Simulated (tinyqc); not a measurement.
What moves the efficiency: defect, radiative and Auger recombination at equal electron and hole densities (ABC model).

J/(e d) = Ae n + B n^2 + C n^3 with Ae = A + 4 S/w (four side walls, carriers spread evenly), e = 1.602176634e-19 C, lengths in cm; internal efficiency IQE = B n^2/(Ae n + B n^2 + C n^3); all injected carriers recombine in the layer.

Parameters, chosen for this exercise (orders of magnitude like those quoted for GaN; shifted at random, so the results belong to these values and not to a real crystal): A = 4800000 1/s (defect rate); B = 2.8e-12 cm^3/s (radiative coefficient); C = 1.4e-31 cm^6/s (Auger coefficient); S = 0 cm/s (recombination velocity of the side walls); w = 9.4 micrometre (side of the square mesa); d = 3.5 nm (active thickness); J = 5.7 A/cm^2 (current density).

IQE_max = Q/(Q + 2) with Q = B/sqrt(Ae C), reached at n = sqrt(Ae/C).

One parameter was then changed.

Results before and after:
```
case     n (1/cm^3)     IQE  IQE_max  J at the peak (A/cm^2)
base      4.766e+18  0.6258   0.6307                    8.54
changed   4.137e+18  0.7071   0.7192                    11.2
```

Which of these changes was made? (a) J = 17.1 A/cm^2; (b) d = 7 nm; (c) A = 9600000 1/s; (d) B = 4.2e-12 cm^3/s; (e) C = 2.8e-31 cm^6/s.

Answer: (d) B = 4.2e-12 cm^3/s. Of the candidates, run in turn, only this one gives the changed row.

All candidates:
```
case                n (1/cm^3)     IQE  IQE_max  J at the peak (A/cm^2)
base                 4.766e+18  0.6258   0.6307                    8.54
A = 9600000 1/s      4.238e+18  0.4948   0.5470                    19.7
B = 4.2e-12 cm^3/s   4.137e+18  0.7071   0.7192                    11.2
C = 2.8e-31 cm^6/s   4.454e+18  0.5464   0.5470                    4.92
d = 7 nm             3.281e+18  0.5929   0.6307                    17.1
J = 17.1 A/cm^2      8.202e+18  0.6176   0.6307                    8.54
```

(tinyqc, `OMP_NUM_THREADS=1 python tinyqc.py 1650484 1650485 out.jsonl`, Intel(R) Xeon(R) Processor @ 2.30GHz, 1 thread, shared host, about 0.01 s.)
